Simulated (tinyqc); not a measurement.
Small-signal admittance of a forward-biased p+-n diode: one step of the calculation.

Holes injected into a neutral base of width wb with an ohmic contact at its end; low injection, p0 far above the equilibrium density. A small voltage v exp(i w t), w = 2 pi f, modulates the edge density by p0 v/Vt, and the small-signal density obeys Dp d2p/dx2 = (1/tau + i w) p.

Task. The same by finite differences. 9 equal intervals, h = wb/9; u = small-signal density over its edge value, u_0 = 1, u_9 = 0; u_(i-1) + b u_i + u_(i+1) = 0 with b = -2 - h^2 (1/tau + i w)/Dp; Y = (q Dp p0/(Vt h)) (-b/2 - u_1), which includes the half box at the edge.

Parameters, values chosen for the exercise; permittivity close to that of 4H silicon carbide:
- T = 300 K (temperature)
- Dp = 1.7 cm^2/s (hole diffusion coefficient)
- tau = 9e-8 s (hole lifetime)
- wb = 2.3 um (width of the neutral base)
- p0 = 1.7e14 cm^-3 (excess hole density at the junction edge)
- f = 3.2e6 Hz (signal frequency)

Constants: q = 1.602176634e-19 C, kB = 1.380649e-23 J/K, Vt = kB T/q. Results are converted to the units shown.

Find: b; u; Y on the mesh.

Result.

b = -2.004-0.008i

| node | u |
|---|---|
| 1 | 0.8776-0.0184i |
| 2 | 0.7590-0.0301i |
| 3 | 0.6439-0.0361i |
| 4 | 0.5319-0.0372i |
| 5 | 0.4224-0.0344i |
| 6 | 0.3150-0.0285i |
| 7 | 0.2091-0.0203i |
| 8 | 0.1043-0.0105i |

Y on the mesh = 8.731+1.560i S/cm^2

tinyqc, about 0.01 s, one thread, Intel Xeon 2.30GHz (shared host): `OMP_NUM_THREADS=1 python tinyqc.py 2890174 2890175 out.jsonl`
